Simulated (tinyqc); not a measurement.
Changing the emission angle from the normal: X-ray photoelectron analysis of a thin oxide on a semiconductor: attenuation lengths, thickness, angle series and band offsets. Computed by tinyqc, a small Python program. Command: `OMP_NUM_THREADS=1 python tinyqc.py 3111028 3111029 out.jsonl xps sweep`. One thread of a shared host (Intel(R) Xeon(R) Processor @ 2.30GHz), about 0.01 s of CPU time with the checks.

The same element is seen in the oxide and in the substrate, at nearly the same kinetic energy; films are flat and uniform, and the work function is ignored.

Inputs (values chosen for the exercise, modelled on SiO2 on silicon):
```
quantity                                           value    unit
photon energy                                     1486.6      eV
binding energy of the core level                    99.4      eV
oxide density                                       2.14  g/cm^3
oxide formula mass                                 60.08   g/mol
valence electrons per oxide formula                   16       -
oxide gap                                           8.83      eV
substrate density                                   2.33  g/cm^3
substrate formula mass                             28.09   g/mol
valence electrons per substrate formula                4       -
substrate gap                                       1.12      eV
oxide thickness d                                    7.3      nm
attenuation length over inelastic mean free path    0.88       -
carbon overlayer                                    0.65      nm
counts in the two peaks together                   20000       -
```

Method:
- TPP-2M: lambda = E/(E_p^2 [b ln(c E) - C/E + D/E^2]) in angstrom, E_p = 28.8 sqrt(N_v rho/M), b = -0.10 + 0.944/sqrt(E_p^2 + E_g^2) + 0.069 rho^0.1, c = 0.191/sqrt(rho), U = N_v rho/M, C = 1.97 - 0.91 U, D = 53.4 - 20.8 U, with E = photon energy less binding energy in eV.
- Attenuation length L = factor x lambda.
- R_0 = (rho_o/M_o) L_o/((rho_s/M_s) L_s); peak ratio R = I_ox/I_sub = R_0 [exp(d/(L_o cos theta)) - 1]; hence d = L_o cos theta ln(1 + R/R_0). A carbon layer weakens both peaks alike, by exp(-d_C/(L_o cos theta)) if its L is taken equal to L_o. This R_0 leaves out intrinsic losses from the substrate peak, so calibrated values can be larger.
- With x = d/(L_o cos theta): d ln d/d ln R = (1 - exp(-x))/x = -d ln d/d ln R_0; counting error of R = 1/sqrt(N f (1 - f)), f the oxide share, which times the sensitivity gives that of d; an angle error adds tan(theta) d theta; d is proportional to L_o at fixed R_0. Assumed errors: 5 % in R_0, 1 degree, 5 % in L_o.

One run for each value:
```
emission angle from the normal (degrees)  ratio R  depth 3 L_o cos theta (nm)  angle (%)  attenuation by carbon
0                                             4.0                       10.29      0.000                 0.8273
9                                             4.1                       10.16      0.276                 0.8254
18                                            4.5                        9.78      0.567                 0.8193
27                                            5.4                        9.17      0.889                 0.8084
36                                            7.0                        8.32      1.268                 0.7911
45                                           10.5                        7.27      1.745                 0.7649
54                                           19.7                        6.05      2.402                 0.7243
63                                           58.4                        4.67      3.425                 0.6587
72                                          531.0                        3.18      5.372                 0.5415
```

Over the rows, ratio R rises from 4.01 to 531; depth 3 L_o cos theta (nm) falls from 10.3 to 3.18; angle (%) rises from 0 to 5.37.

Caution (rows 63.0, 72.0): beyond about 60 degrees elastic scattering and roughness make a single attenuation length unreliable.

Extremes, crossings and ranges named in words are read from the listed rows.
